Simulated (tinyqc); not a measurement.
Inside a calculation. Method: plane-wave Kohn-Sham cycle with exchange-only LDA in a layered model solid. Computed by tinyqc, a small Python program that keeps every step. Settings: points = 16, plane-wave index or count = 3, electrons = 2, k points = 2, area = 8.0, mixing = 1.0, iteration cap = 51. Command: `OMP_NUM_THREADS=1 python tinyqc.py 31178 31179 out.jsonl` (the two numbers bound the seeds that draw the settings). One thread of a shared host (Intel(R) Xeon(R) Processor @ 2.60GHz), about 0.01 s of CPU time with the checks. Later iterations appear only in the table of the cycle.

## Iteration 1: potential

A solid whose potential varies along x alone (atomic units):
```
parameter,value
period a,12.700000
cross-section of the cell,8.000000
electrons per cell,2
grid points,16
"plane waves -n..n, n",3
k points,2
V1 in V1 cos(2 pi x/a),-0.400000
```

density at the start, on the grid x_j = j a/N (e/bohr^3): 0.019685  0.019685  0.019685  0.019685  0.019685  0.019685  0.019685  0.019685  0.019685  0.019685  0.019685  0.019685  0.019685  0.019685  0.019685  0.019685

V_H(G) = 4 pi rho(G)/G^2 for G != 0 (uniform background); v_x = -(3 rho/pi)^(1/3); V = V_ext + V_H + v_x; Fourier components f(G_m) = (1/N) sum_j f(x_j) exp(-i G_m x_j).

Potentials on the grid (hartree):
```
x,V_ext,V_H,v_x,V
0.0000,-0.4000,0.0000,-0.2659,-0.6659
0.7937,-0.3696,0.0000,-0.2659,-0.6354
1.5875,-0.2828,0.0000,-0.2659,-0.5487
2.3813,-0.1531,0.0000,-0.2659,-0.4190
3.1750,0,0.0000,-0.2659,-0.2659
3.9688,0.1531,0.0000,-0.2659,-0.1128
4.7625,0.2828,0.0000,-0.2659,0.0170
5.5563,0.3696,0.0000,-0.2659,0.1037
6.3500,0.4000,0.0000,-0.2659,0.1341
7.1437,0.3696,0.0000,-0.2659,0.1037
7.9375,0.2828,0.0000,-0.2659,0.0170
8.7312,0.1531,0.0000,-0.2659,-0.1128
9.5250,0,0.0000,-0.2659,-0.2659
10.3187,-0.1531,0.0000,-0.2659,-0.4190
11.1125,-0.2828,0.0000,-0.2659,-0.5487
11.9062,-0.3696,0.0000,-0.2659,-0.6354
```

V(G_m), m = 0, 1, 2, ... (hartree): -0.2659  -0.2000  0.0000  0.0000  0.0000  0.0000  0.0000

## Iteration 1: Hamiltonian at one k

k = 0.2500 2 pi / a

H(m,m') = (k + G_m)^2/2 delta + V(G_m - G_m'), with V(-G) = V(G).

H (hartree), lower triangle:
```
,-3,-2,-1,+0,+1,+2,+3
-3,0.6596
-2,-0.2000,0.1089
-1,0.0000,-0.2000,-0.1970
+0,0.0000,0.0000,-0.2000,-0.2582
+1,0.0000,0.0000,0.0000,-0.2000,-0.0747
+2,0.0000,0.0000,0.0000,0.0000,-0.2000,0.3537
+3,0.0000,0.0000,0.0000,0.0000,0.0000,-0.2000,1.0268
```

## Iteration 1: levels at that k

Diagonalise the Hermitian matrix.

eigenvalues (hartree): -0.5175  -0.2393  -0.0066  0.1772  0.3917  0.7292  1.0843

## Iteration 1: new density

Motion across x is left out: the lowest 1 band(s) hold two electrons at each of the k points (j + 1/2)/nk - 1/2. Residual R = rho(out) - rho(in); rho(new) = rho(in) + 1 R. rho(out) = 2/(a A nk) sum |psi|^2 with psi = sum c exp(i G x). Harris energy E = band energy - dV sum rho (V_H/2 + v_x) + (3/4) dV sum rho v_x with rho(in), dV = a A/N, band energy = (2/nk) sum of the filled levels.

rho(out) (e/bohr^3): 0.075273  0.062788  0.036469  0.014874  0.004414  0.001041  0.000216  0.000038  0.000009  0.000038  0.000216  0.001041  0.004414  0.014874  0.036469  0.062788

density after iteration 1 (e/bohr^3): 0.075273  0.062788  0.036469  0.014874  0.004414  0.001041  0.000216  0.000038  0.000009  0.000038  0.000216  0.001041  0.004414  0.014874  0.036469  0.062788

energy per cell = -0.902077 hartree

## Iteration 2: potential

As before.

Potentials on the grid (hartree):
```
x,V_ext,V_H,v_x,V
0.0000,-0.4000,1.8750,-0.4158,1.0592
0.7937,-0.3696,1.6636,-0.3914,0.9027
1.5875,-0.2828,1.1204,-0.3266,0.5110
2.3813,-0.1531,0.4406,-0.2422,0.0454
3.1750,0,-0.2088,-0.1615,-0.3703
3.9688,0.1531,-0.7419,-0.0998,-0.6886
4.7625,0.2828,-1.1290,-0.0591,-0.9053
5.5563,0.3696,-1.3623,-0.0331,-1.0259
6.3500,0.4000,-1.4402,-0.0202,-1.0604
7.1437,0.3696,-1.3623,-0.0331,-1.0259
7.9375,0.2828,-1.1290,-0.0591,-0.9053
8.7312,0.1531,-0.7419,-0.0998,-0.6886
9.5250,0,-0.2088,-0.1615,-0.3703
10.3187,-0.1531,0.4406,-0.2422,0.0454
11.1125,-0.2828,1.1204,-0.3266,0.5110
11.9062,-0.3696,1.6636,-0.3914,0.9027
```

V(G_m), m = 0, 1, 2, ... (hartree): -0.1915  0.5155  0.0922  0.0148  0.0029  -0.0002  0.0002

## Iteration 2: Hamiltonian at one k

k = 0.2500 2 pi / a

As before.

H (hartree), lower triangle:
```
,-3,-2,-1,+0,+1,+2,+3
-3,0.7341
-2,0.5155,0.1833
-1,0.0922,0.5155,-0.1226
+0,0.0148,0.0922,0.5155,-0.1838
+1,0.0029,0.0148,0.0922,0.5155,-0.0002
+2,-0.0002,0.0029,0.0148,0.0922,0.5155,0.4281
+3,0.0002,-0.0002,0.0029,0.0148,0.0922,0.5155,1.1012
```

## Iteration 2: levels at that k

As before.

eigenvalues (hartree): -0.8839  -0.5168  -0.1293  0.2823  0.6996  1.1927  1.4953

## Iteration 2: new density

As before.

rho(out) (e/bohr^3): 0.000000  0.000002  0.000023  0.000235  0.002030  0.010865  0.034535  0.067639  0.084305  0.067639  0.034535  0.010865  0.002030  0.000235  0.000023  0.000002

density after iteration 2 (e/bohr^3): 0.000000  0.000002  0.000023  0.000235  0.002030  0.010865  0.034535  0.067639  0.084305  0.067639  0.034535  0.010865  0.002030  0.000235  0.000023  0.000002

energy per cell = -2.987944 hartree

## Convergence

Stop when sqrt(dV sum R^2) is below 1e-8, dV = a A/N.

Course of the cycle:
```
iteration,E (hartree),norm of the residual
1,-0.902077,2.58e-01
2,-2.987944,4.74e-01
3,-4.621692,5.13e-01
4,-3.562982,5.18e-01
5,-4.696145,5.18e-01
6,-3.566796,5.18e-01
7,-4.696557,5.18e-01
8,-3.566819,5.18e-01
9,-4.696559,5.18e-01
10,-3.566820,5.18e-01
11,-4.696559,5.18e-01
...,...,...
41,-4.696559,5.18e-01
42,-3.566820,5.18e-01
43,-4.696559,5.18e-01
44,-3.566820,5.18e-01
45,-4.696559,5.18e-01
46,-3.566820,5.18e-01
47,-4.696559,5.18e-01
48,-3.566820,5.18e-01
49,-4.696559,5.18e-01
50,-3.566820,5.18e-01
51,-4.696559,5.18e-01
```

Not converged within 51 iterations: the residual has stopped falling: the iteration swings between two states. Reruns (cap 100 unless said): mixing 0.1: not converged; mixing 0.5, Kerker q0 1.0: converged in 56 (E = -0.46612); mixing 0.3, Pulay depth 5: converged in 32 (E = -0.46612); the original settings with a cap of 400: not converged.
